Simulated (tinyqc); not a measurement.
# Worked calculation: p-n diode with diffusion and depletion-layer recombination

Numbers from tinyqc (`OMP_NUM_THREADS=1 python tinyqc.py 2260142 2260143 out.jsonl`; about 0.01 s on one thread of a shared Intel Xeon 2.30GHz). Printed values are rounded.

Abrupt junction in the depletion approximation, low injection, full ionisation, neutral widths fixed, ohmic contact on the p side. Vj is the junction voltage; where a series resistance Rs is given, V = Vj + J Rs is the terminal voltage.

Inputs (values chosen for the exercise); band and dielectric values close to those of indium phosphide: temperature T = 325 K; band gap Eg = 1.35 eV; relative permittivity eps_r = 12.7; conduction-band density of states at T Nc = 6.49e17 cm^-3; valence-band density of states at T Nv = 1.25e19 cm^-3; acceptor density Na = 1.8e17 cm^-3; donor density Nd = 3.9e15 cm^-3; electron mobility in the p side mun = 1800 cm^2/(V s); hole mobility in the n side mup = 210 cm^2/(V s); electron lifetime tn = 3e-6 s; hole lifetime tp = 2e-7 s; neutral width of the p side wp = 8.7 um; neutral width of the n side wn = 27 um; recombination velocity at the n contact Sp = 1e7 cm/s; series resistance Rs = 0.00038 ohm cm^2; trap level above the intrinsic level Et = 0 eV; junction voltage at which recombination is evaluated Vj = 0.61 V; terminal voltage V = 0.98 V.

Constants: q = 1.602176634e-19 C, kB = 1.380649e-23 J/K, Vt = kB T/q, eps0 = 8.8541878128e-14 F/cm where lengths are in cm. Results are converted to the units shown.

Range of the model: At the terminal voltage used the injected minority density exceeds a tenth of the lighter doping, so the low-injection formulas overstate the current.

## Diffusion lengths and saturation currents

ni = sqrt(Nc Nv) exp(-Eg/(2 Vt)), Eg in volts; D = mu Vt; Ln = sqrt(Dn tn), Lp = sqrt(Dp tp); J0n = q ni^2 Dn coth(wp/Ln)/(Ln Na); J0p = (q ni^2 Dp/(Lp Nd)) (s + tanh(wn/Lp))/(1 + s tanh(wn/Lp)), s = Sp Lp/Dp.

ni = 9.712829e7 cm^-3
Ln = 122.9773 um
Lp = 10.84558 um
J0n = 4.873742e-16 A/cm^2
J0p = 2.130740e-15 A/cm^2

wp/Ln = 0.071 and wn/Lp = 2.5; holes carry 81.4 % of the diffusion current.

## Recombination in the depleted layer

ni = sqrt(Nc Nv) exp(-Eg/(2 Vt)), Eg in volts. Vbi = Vt ln(Na Nd/ni^2), W = sqrt(2 eps0 eps_r (Vbi - Vj)(1/Na + 1/Nd)/q), xp = W Nd/(Na + Nd), xn = W Na/(Na + Nd); u(x) = q Na (x + xp)^2/(2 eps0 eps_r) for x < 0 and Vbi - Vj - q Nd (xn - x)^2/(2 eps0 eps_r) for x > 0; p = Na exp(-u/Vt), n = Nd exp((u - Vbi + Vj)/Vt); U = ni^2 (exp(Vj/Vt) - 1)/(tp (n + ni exp(Et/Vt)) + tn (p + ni exp(-Et/Vt))); J_scr = q times the integral of U from -xp to xn. Trapezoid rule on 16 equal steps.

W = 419.2498 nm
x, point 0 to 16 (nm): [-8.8911, 17.3120, 43.5151, 69.7182, 95.9213, 122.1245, 148.3276, 174.5307, 200.7338, 226.9369, 253.1400, 279.3431, 305.5462, 331.7493, 357.9524, 384.1556, 410.3587]
u, point 0 to 16 (V): [0.0000000, 0.0487804, 0.1041022, 0.1556087, 0.2032999, 0.2471758, 0.2872364, 0.3234817, 0.3559117, 0.3845265, 0.4093259, 0.4303100, 0.4474789, 0.4608324, 0.4703706, 0.4760936, 0.4780012]
n, point 0 to 16 (cm^-3): [1.509020e8, 8.612576e8, 6.208815e9, 3.905894e10, 2.144215e11, 1.027194e12, 4.294106e12, 1.566496e13, 4.986799e13, 1.385322e14, 3.358270e14, 7.104224e14, 1.311457e15, 2.112649e15, 2.969867e15, 3.643197e15, 3.9e15]
p, point 0 to 16 (cm^-3): [1.8e17, 3.153802e16, 4.374806e15, 6.954197e14, 1.266774e14, 2.644326e13, 6.325497e12, 1.733957e12, 5.446852e11, 1.960726e11, 8.088200e10, 3.823409e10, 2.071159e10, 1.285701e10, 9.145986e9, 7.455637e9, 6.964707e9]
U, point 0 to 16 (cm^-3 s^-1): [5.030066e13, 2.870859e14, 2.069605e15, 1.301960e16, 7.146573e16, 3.415123e17, 1.369373e18, 3.258764e18, 2.339976e18, 9.599715e17, 4.029524e17, 1.910158e17, 1.035333e17, 6.427915e16, 4.572779e16, 3.727703e16, 3.482259e16]
J_scr = 3.870179e-6 A/cm^2

With 2000 steps J_scr = 3.867e-6 A/cm^2; the coarse value is 0.070 % above it. U is largest at x = 175 nm among these points; the peak lies where tp n = tn p. On the fine grid U peaks at 3.364e18 cm^-3 s^-1, and J_scr/(q U_max) is 17.1 % of W, the effective width of the recombining zone.

## Starting value

Vj = Vt ln(V/(Rs J0)), the value at which all of V would drop over Rs.

Vj at the start = 1.160343 V

## Iteration 1: new Vj

J0 = J0n + J0p = 2.618114e-15 A/cm^2

Diffusion current alone: J = J0 (exp(Vj/Vt) - 1), g = Vj + J Rs - V, g' = 1 + Rs J0 exp(Vj/Vt)/Vt, Vj(new) = Vj - g/g'.

J = 2578.947 A/cm^2
g = 1.160343 V
g' = 35.99209
Vj after iteration 1 = 1.128104 V

## Iteration 2: new Vj

As before.

J = 815.6698 A/cm^2
g = 0.4580589 V
g' = 12.06730
Vj after iteration 2 = 1.090146 V

## Iteration 3: new Vj

As before.

J = 210.3239 A/cm^2
g = 0.1900688 V
g' = 3.853751
Vj after iteration 3 = 1.040825 V

## Course of the iteration

Stop when the step is below 1e-10 V, or after 80 iterations.

Course of the iteration:
```
iteration  Vj before the step (V)  step (V)
1                        1.160343   -0.0322
2                        1.128104   -0.0380
3                        1.090146   -0.0493
4                        1.040825   -0.0500
5                       0.9907996   -0.0121
6                       0.9786931  -1.78e-4
7                       0.9785154  -2.85e-8
8                       0.9785154   < 1e-14
```

Converged in 8 iterations.
